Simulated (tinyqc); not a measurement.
Worked calculation: extended Hueckel theory, for H6. One step of it, computed by the program tinyqc.

Task: Orbitals. Solve H C = S C e through S^(-1/2); fill by pairs from the bottom, a degenerate level sharing its electrons equally; each orbital has its largest coefficient positive (the first on a tie).

H (eV), lower triangle:
```
,1H 1s,2H 1s,3H 1s,4H 1s,5H 1s,6H 1s
1H 1s,-13.600000
2H 1s,-13.801567,-13.600000
3H 1s,-3.407340,-11.485531,-13.600000
4H 1s,-0.802960,-3.407340,-13.801567,-13.600000
5H 1s,-0.120673,-0.605283,-3.412950,-11.499964,-13.600000
6H 1s,-0.020589,-0.120673,-0.804443,-3.412950,-13.801567,-13.600000
```

overlap S, lower triangle:
```
,1H 1s,2H 1s,3H 1s,4H 1s,5H 1s,6H 1s
1H 1s,1.000000
2H 1s,0.579898,1.000000
3H 1s,0.143166,0.482585,1.000000
4H 1s,0.033738,0.143166,0.579898,1.000000
5H 1s,0.005070,0.025432,0.143401,0.483192,1.000000
6H 1s,0.000865,0.005070,0.033800,0.143401,0.579898,1.000000
```

valence electrons = 6

Give: orbital energies; occupations; coefficients; sum of one-electron energies.

Result:

orbital energies (eV): -19.1387  -17.5985  -14.4230  -4.8835  7.0895  24.8122

occupations: 2.0000  2.0000  2.0000  0.0000  0.0000  0.0000

coefficients:
```
,MO1,MO2,MO3,MO4,MO5,MO6
1H 1s,0.1875,0.3679,0.4826,-0.6523,-0.7167,-0.4781
2H 1s,0.2777,0.3866,0.2020,0.4123,0.9324,0.8798
3H 1s,0.3406,0.1401,-0.4311,0.5759,-0.3662,-1.1729
4H 1s,0.3408,-0.1399,-0.4307,-0.5757,-0.3644,1.1743
5H 1s,0.2781,-0.3860,0.2023,-0.4124,0.9309,-0.8824
6H 1s,0.1879,-0.3674,0.4830,0.6526,-0.7155,0.4795
```

sum of one-electron energies = -102.3204 eV
